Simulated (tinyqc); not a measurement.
# Thermophotovoltaic cell, detailed-balance limit: effect of the band gap

Every photon above the gap Eg makes one pair and none below is absorbed; carriers thermalise at T and move without loss. Jsc = q F Phi(Eg, Ts); the dark current is J0 = q ge Phi(Eg, T)/ERE with the Boltzmann factor exp(V/Vt). Photons below the gap return to the emitter with reflectance Rf, and the efficiency is the electrical power over the radiant power not returned (luminescence back to the emitter is not credited).

Photon flux above E from a black body at temperature T into a hemisphere: Phi(E, T) = A sum_k exp(-k E/th)[E^2 th/k + 2 E th^2/k^2 + 2 th^3/k^3], k = 1, 2, ..., with th = kB T/q in eV and A = 2 pi q^3/(h^3 c^2). J(V) = Jsc - J0 (exp(V/Vt) - 1); Voc = Vt ln(1 + Jsc/J0); at maximum power v = Vmp/Vt solves (1 + v) exp(v) = 1 + Jsc/J0. Pin = F sigma Ts^4, sigma = 2 pi^5 kB^4/(15 h^3 c^2). Power above the gap: Pg = F A q sum_k exp(-k Eg/th)[Eg^3 a + 3 Eg^2 a^2 + 6 Eg a^3 + 6 a^4], a = th/k at Ts; power not returned Pab = Pin - Rf (Pin - Pg). FF = Vmp Jmp/(Voc Jsc).

Values chosen for this exercise:

| symbol | value | unit | meaning |
|---|---|---|---|
| T | 298 | K | cell temperature |
| Ts | 1200 | K | emitter temperature |
| F | 0.92 |  | share of the hemisphere filled by the emitter |
| Rf | 0 |  | reflectance for photons below the gap |
| ERE | 0.1 |  | external radiative efficiency |
| ge | 1 |  | number of faces that emit |

Constants: q = 1.602176634e-19 C, kB = 1.380649e-23 J/K, h = 6.62607015e-34 J s, c = 299792458 m/s, Vt = kB T/q. Results are converted to the units shown.

Results:
```
Eg (eV)	Jsc (mA/cm^2)	Voc (V)	Eg/q - Voc (V)	FF	efficiency (%)
0.4	8383.0	0.28496	0.11504	0.71328	15.751
0.55	3236.4	0.39506	0.15494	0.76929	9.0925
0.7	1135.8	0.50630	0.19370	0.80599	4.2847
1	116.79	0.73013	0.26987	0.85135	0.67113
1.15	35.261	0.84237	0.30763	0.86644	0.23791
1.3	10.349	0.95472	0.34528	0.87853	0.080246
1.45	2.9697	1.0672	0.38284	0.88846	0.026029
1.6	0.83654	1.1797	0.42035	0.89677	0.0081808
```

Estimate the missing row, Eg = 0.85 eV.

Computed row:
```
Eg (eV)	Jsc (mA/cm^2)	Voc (V)	Eg/q - Voc (V)	FF	efficiency (%)
0.85	373.08	0.61807	0.23193	0.83196	1.7734
```

With this row back in the table: As Eg goes from 0.4 to 1.6 eV, Jsc falls from 8380 to 0.837 mA/cm^2, Voc rises from 0.285 to 1.18 V and the efficiency falls from 15.8 to 0.00818 %. At Eg = 0.4 eV Voc lies within 6 Vt of the gap, where the Boltzmann form of the emission begins to fail.

Numbers from tinyqc (`OMP_NUM_THREADS=1 python tinyqc.py 2820117 2820118 out.jsonl`; about 0.01 s on one thread of a shared Intel Xeon 2.30GHz).
